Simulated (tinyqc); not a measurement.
Inside a calculation. Method: empirical pseudopotential in a few plane waves. Computed by tinyqc, a small Python program that keeps every step. Settings: plane-wave index or count = 15. Command: `OMP_NUM_THREADS=1 python tinyqc.py 30678 30679 out.jsonl` (the two numbers bound the seeds that draw the settings). One thread of a shared host (Intel(R) Xeon(R) Processor @ 2.60GHz), about 0.2 s of CPU time with the checks.

## Bloch Hamiltonian at k

Parameters chosen for this model: fcc lattice, atoms at +/- a/8 (1,1,1); form factors in rydberg at |G|^2 in units of (2 pi/a)^2:
```
parameter                 value      unit
a                      5.340000  angstrom
VS(3)                 -0.252000        Ry
VS(8)                  0.008000        Ry
VS(11)                 0.071000        Ry
VA(3)                  0.142000        Ry
VA(4)                  0.083000        Ry
VA(11)                 0.026000        Ry
hbar^2/2m (2 pi/a)^2   5.274729        eV
```

k point k (2 pi / a): [-0.440000, 0.590000, -0.330000]

Basis: the 15 shortest G (labels in 2 pi/a), the same at every k. H(G,G') = c |k + G|^2 delta + VS(|G-G'|^2) cos((G-G').tau) + i VA sin((G-G').tau), tau = a/8 (1,1,1); 1 Ry = 13.605693 eV.

H(k) at k (eV):
```
                     +0+0+0               -1-1-1               -1-1+1               -1+1-1
+0+0+0             3.431739   2.424411+1.366136i  -2.424411+1.366136i  -2.424411+1.366136i
-1-1-1   2.424411-1.366136i            21.154828   0.000000-1.129273i   0.000000-1.129273i
-1-1+1  -2.424411-1.366136i   0.000000+1.129273i            14.192186             0.108846
-1+1-1  -2.424411-1.366136i   0.000000+1.129273i             0.108846            33.603188
-1+1+1  -2.424411+1.366136i            -0.108846   0.000000+1.129273i   0.000000+1.129273i
+1-1-1  -2.424411-1.366136i   0.000000+1.129273i             0.108846             0.108846
+1-1+1  -2.424411+1.366136i            -0.108846   0.000000+1.129273i             0.000000
+1+1-1  -2.424411+1.366136i            -0.108846             0.000000   0.000000+1.129273i
+1+1+1   2.424411+1.366136i             0.000000            -0.108846            -0.108846
-2+0+0   0.000000-1.129273i  -2.424411+1.366136i  -2.424411-1.366136i  -2.424411-1.366136i
+0-2+0   0.000000-1.129273i  -2.424411+1.366136i  -2.424411-1.366136i   0.683068-0.250138i
+0+0-2   0.000000-1.129273i  -2.424411+1.366136i   0.683068-0.250138i  -2.424411-1.366136i
+0+0+2   0.000000+1.129273i  -0.683068-0.250138i   2.424411+1.366136i  -0.683068+0.250138i
+0+2+0   0.000000+1.129273i  -0.683068-0.250138i  -0.683068+0.250138i   2.424411+1.366136i
+2+0+0   0.000000+1.129273i  -0.683068-0.250138i  -0.683068+0.250138i  -0.683068+0.250138i

                     -1+1+1               +1-1-1               +1-1+1               +1+1-1
+0+0+0  -2.424411-1.366136i  -2.424411+1.366136i  -2.424411-1.366136i  -2.424411-1.366136i
-1-1-1            -0.108846   0.000000-1.129273i            -0.108846            -0.108846
-1-1+1   0.000000-1.129273i             0.108846   0.000000-1.129273i             0.000000
-1+1-1   0.000000-1.129273i             0.108846             0.000000   0.000000-1.129273i
-1+1+1            26.640546             0.000000             0.108846             0.108846
+1-1-1             0.000000            11.871305   0.000000-1.129273i   0.000000-1.129273i
+1-1+1             0.108846   0.000000+1.129273i             4.908663             0.108846
+1+1-1             0.108846   0.000000+1.129273i             0.108846            24.319665
+1+1+1   0.000000+1.129273i            -0.108846   0.000000+1.129273i   0.000000+1.129273i
-2+0+0   2.424411-1.366136i   0.683068-0.250138i  -0.683068-0.250138i  -0.683068-0.250138i
+0-2+0  -0.683068-0.250138i  -2.424411-1.366136i   2.424411-1.366136i  -0.683068-0.250138i
+0+0-2  -0.683068-0.250138i  -2.424411-1.366136i  -0.683068-0.250138i   2.424411-1.366136i
+0+0+2  -2.424411+1.366136i  -0.683068+0.250138i  -2.424411+1.366136i   0.683068+0.250138i
+0+2+0  -2.424411+1.366136i  -0.683068+0.250138i   0.683068+0.250138i  -2.424411+1.366136i
+2+0+0   0.683068+0.250138i   2.424411+1.366136i  -2.424411+1.366136i  -2.424411+1.366136i

                     +1+1+1               -2+0+0               +0-2+0               +0+0-2
+0+0+0   2.424411-1.366136i   0.000000+1.129273i   0.000000+1.129273i   0.000000+1.129273i
-1-1-1             0.000000  -2.424411-1.366136i  -2.424411-1.366136i  -2.424411-1.366136i
-1-1+1            -0.108846  -2.424411+1.366136i  -2.424411+1.366136i   0.683068+0.250138i
-1+1-1            -0.108846  -2.424411+1.366136i   0.683068+0.250138i  -2.424411+1.366136i
-1+1+1   0.000000-1.129273i   2.424411+1.366136i  -0.683068+0.250138i  -0.683068+0.250138i
+1-1-1            -0.108846   0.683068+0.250138i  -2.424411+1.366136i  -2.424411+1.366136i
+1-1+1   0.000000-1.129273i  -0.683068+0.250138i   2.424411+1.366136i  -0.683068+0.250138i
+1+1-1   0.000000-1.129273i  -0.683068+0.250138i  -0.683068+0.250138i   2.424411+1.366136i
+1+1+1            17.357023  -0.683068-0.250138i  -0.683068-0.250138i  -0.683068-0.250138i
-2+0+0  -0.683068+0.250138i            33.814177             0.108846             0.108846
+0-2+0  -0.683068+0.250138i             0.108846            12.082294             0.108846
+0+0-2  -0.683068+0.250138i             0.108846             0.108846            31.493297
+0+0+2  -2.424411-1.366136i            -0.108846            -0.108846             0.000000
+0+2+0  -2.424411-1.366136i            -0.108846             0.000000            -0.108846
+2+0+0  -2.424411-1.366136i             0.000000            -0.108846            -0.108846

                     +0+0+2               +0+2+0               +2+0+0
+0+0+0   0.000000-1.129273i   0.000000-1.129273i   0.000000-1.129273i
-1-1-1  -0.683068+0.250138i  -0.683068+0.250138i  -0.683068+0.250138i
-1-1+1   2.424411-1.366136i  -0.683068-0.250138i  -0.683068-0.250138i
-1+1-1  -0.683068-0.250138i   2.424411-1.366136i  -0.683068-0.250138i
-1+1+1  -2.424411-1.366136i  -2.424411-1.366136i   0.683068-0.250138i
+1-1-1  -0.683068-0.250138i  -0.683068-0.250138i   2.424411-1.366136i
+1-1+1  -2.424411-1.366136i   0.683068-0.250138i  -2.424411-1.366136i
+1+1-1   0.683068-0.250138i  -2.424411-1.366136i  -2.424411-1.366136i
+1+1+1  -2.424411+1.366136i  -2.424411+1.366136i  -2.424411+1.366136i
-2+0+0            -0.108846            -0.108846             0.000000
+0-2+0            -0.108846             0.000000            -0.108846
+0+0-2             0.000000            -0.108846            -0.108846
+0+0+2            17.568012             0.108846             0.108846
+0+2+0             0.108846            36.979015             0.108846
+2+0+0             0.108846             0.108846            15.247131
```

## Levels at k

Diagonalise the Hermitian matrix.

eigenvalues (eV): [-3.469871, 5.081226, 9.242393, 9.935767, 14.111642, 16.505886, 17.612846, 20.838762, 21.937271, 23.949486, 25.945897, 31.834889, 34.367928, 36.486561, 40.282386]

## Bands along a path

The same steps at evenly spaced points between the labelled ones.

Bands along the path (eV), lowest eight:
```
k            band 1     band 2     band 3     band 4     band 5     band 6     band 7     band 8
L         -3.366095   4.784431  10.174110  10.174110  13.180952  17.092219  17.092219  20.323040
L-G 0.20  -3.805249   5.347607  10.101912  10.101912  13.205621  17.070555  17.070555  20.465865
L-G 0.40  -4.297228   6.444195  10.187102  10.187102  13.462709  17.202742  17.202742  19.093953
L-G 0.60  -4.721637   7.906449  10.379530  10.379530  13.770147  17.130124  17.130124  17.175172
L-G 0.80  -5.001721   9.544074  10.586743  10.586743  13.375557  16.363220  16.725462  16.725462
G         -5.098915  10.679679  10.679679  10.679679  12.486045  16.502841  16.502841  16.502841
G-X 0.20  -4.969270   9.506870  10.384262  10.384262  13.782066  15.773112  17.073347  17.073347
G-X 0.40  -4.595052   7.937079   9.779621   9.779621  14.461791  15.507876  18.275552  18.492117
G-X 0.60  -4.026234   6.549989   9.237909   9.237909  13.677952  14.890635  19.544189  20.368217
G-X 0.80  -3.366442   5.465663   8.941675   8.941675  13.278387  13.864831  22.018182  22.524649
X         -2.792742   4.867785   8.969890   8.969890  13.310063  13.425116  24.740798  24.927471
```

With 4 band(s) filled, the highest filled level on these points lies at G and the lowest empty one at G: a gap of 1.8064 eV, direct. This holds for the small fixed basis; with all plane waves up to |k + G|^2 = 21 (2 pi/a)^2 the gap along the path is 1.98 eV.

## Convergence with the number of plane waves

Levels at G counted from the fourth one.

Levels (eV):
```
plane waves     level 1   level 5   level 8
9            -18.272823  1.486521  2.258545
15           -15.778593  1.806366  5.823162
27           -14.734312  2.045620  6.263270
51           -14.322472  1.911255  6.593734
59           -14.274696  1.958278  6.389340
65           -14.266932  1.957691  6.362696
89           -14.255365  1.963164  6.367352
```
